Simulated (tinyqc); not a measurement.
Propagation of a band-gap error through k.p and effective-mass formulas: one step. Far from the edge the relative error shrinks. Four cases, with inputs chosen for the exercise.

Task: Two-level dispersion E(k) = sqrt(E^2/4 + Ep c k^2) - E/2 at k/4, k, 4k for both gaps, c = hbar^2/2m0.
Constants: hbar^2/2m0 = 3.80998211 eV angstrom^2.

Give: Energies above the edge.

Case 1.

Values chosen (reference values near those of GaAs, gap at low temperature; shifted at random, so the results belong to these values and not to a real crystal): Eg = 1.54 eV (gap at Gamma to the s-like level); Eg2 = 0.585 eV (a wrong gap, of the size a semi-local functional can give); Ep = 25.2 eV (Kane energy); k = 0.039 1/angstrom (wave vector).

Result:

Energies above the edge:
```
k (1/angstrom)  at Eg (eV)  at Eg2 (eV)  ratio
0.00975             0.0059       0.0152  2.576
0.03900             0.0896       0.1887  2.106
0.15600             0.9416       1.2638  1.342
```

The ratio tends to Eg/Eg2 = 2.63 at k = 0 and goes from 2.576 to 1.342: at large k both curves approach the same slope sqrt(Ep c), while their distance in eV grows towards |Eg - Eg2|/2.

Case 2.

Values chosen (reference values near those of InP, gap at low temperature; shifted at random, so the results belong to these values and not to a real crystal): Eg = 1.442 eV (gap at Gamma to the s-like level); Eg2 = 0.461 eV (a wrong gap, of the size a semi-local functional can give); Ep = 20.8 eV (Kane energy); k = 0.049 1/angstrom (wave vector).

Result:

Energies above the edge:
```
k (1/angstrom)  at Eg (eV)  at Eg2 (eV)  ratio
0.01225             0.0082       0.0245  2.987
0.04900             0.1217       0.2629  2.160
0.19600             1.1669       1.5295  1.311
```

The ratio tends to Eg/Eg2 = 3.13 at k = 0 and goes from 2.987 to 1.311: at large k both curves approach the same slope sqrt(Ep c), while their distance in eV grows towards |Eg - Eg2|/2.

Case 3.

Values chosen (reference values near those of InAs, gap at low temperature; shifted at random, so the results belong to these values and not to a real crystal): Eg = 0.416 eV (gap at Gamma to the s-like level); Eg2 = 0.944 eV (a wrong gap, of the size a hybrid with far too much exact exchange can give); Ep = 21.5 eV (Kane energy); k = 0.015 1/angstrom (wave vector).

Result:

Energies above the edge:
```
k (1/angstrom)  at Eg (eV)  at Eg2 (eV)  ratio
0.00375             0.0028       0.0012  0.443
0.01500             0.0404       0.0191  0.474
0.06000             0.3735       0.2475  0.663
```

The ratio tends to Eg/Eg2 = 0.44 at k = 0 and goes from 0.443 to 0.663: at large k both curves approach the same slope sqrt(Ep c), while their distance in eV grows towards |Eg - Eg2|/2.

Case 4.

Values chosen (reference values near those of InAs, gap at low temperature; shifted at random, so the results belong to these values and not to a real crystal): Eg = 0.42 eV (gap at Gamma to the s-like level); Eg2 = 0.84 eV (a wrong gap, of the size a hybrid with far too much exact exchange can give); Ep = 21.7 eV (Kane energy); k = 0.014 1/angstrom (wave vector).

Result:

Energies above the edge:
```
k (1/angstrom)  at Eg (eV)  at Eg2 (eV)  ratio
0.00350             0.0024       0.0012  0.502
0.01400             0.0356       0.0189  0.530
0.05600             0.3408       0.2401  0.704
```

The ratio tends to Eg/Eg2 = 0.50 at k = 0 and goes from 0.502 to 0.704: at large k both curves approach the same slope sqrt(Ep c), while their distance in eV grows towards |Eg - Eg2|/2.

Computed by tinyqc, one run a case: `OMP_NUM_THREADS=1 python tinyqc.py N N+1 out.jsonl` with N = 1850559, 1850629, 1850649, 1850682; one thread of a shared Intel(R) Xeon(R) Processor @ 2.30GHz, about 0.01 s a run at most.
